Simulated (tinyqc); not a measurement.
From results back to parameters: Fermi-Dirac statistics of conduction electrons. Three cases, with inputs chosen for the exercise.

Problem. At zero temperature k_F = (3 pi^2 n)^(1/3) and E_F (1 + alpha E_F) = c k_F^2/m, c = hbar^2/2m0, m the density-of-states mass. The Fermi energies at two densities were computed from hidden m and alpha.

Constants: hbar^2/2m0 = 3.80998211 eV angstrom^2.

Case 1.

Values chosen (out of a larger set: near those of GaN, lowest valleys alone; not measured data): nA = 5e+19 1/cm^3; nB = 2e+20 1/cm^3.

E_F at nA = 0.235666 eV
E_F at nB = 0.560699 eV

Case 2.

Values chosen (out of a larger set: near those of Ge, lowest valleys alone; not measured data): nA = 2e+20 1/cm^3; nB = 5e+20 1/cm^3.

E_F at nA = 0.201375 eV
E_F at nB = 0.343012 eV

Case 3.

Values chosen (out of a larger set: near those of GaAs, lowest valleys alone; not measured data): nA = 6e+18 1/cm^3; nB = 2e+19 1/cm^3.

E_F at nA = 0.164090 eV
E_F at nB = 0.334539 eV

Find: k_F at nA and nB; m; alpha.

Solution. c k^2 (1/m) - E^2 alpha = E is linear in 1/m and alpha; two densities give two equations.

Case 1.

k_F at nA and nB (1/angstrom): 0.11397  0.18092

m = 0.201 m0
alpha = 0.19 1/eV

Case 2.

k_F at nA and nB (1/angstrom): 0.18092  0.24554

m = 0.548 m0
alpha = 0.65 1/eV

Case 3.

k_F at nA and nB (1/angstrom): 0.05622  0.08398

m = 0.0667 m0
alpha = 0.61 1/eV

Computed by tinyqc, one run a case: `OMP_NUM_THREADS=1 python tinyqc.py N N+1 out.jsonl` with N = 1652728, 1652733, 1680138; one thread of a shared Intel(R) Xeon(R) Processor @ 2.30GHz, about 0.01 s a run at most.
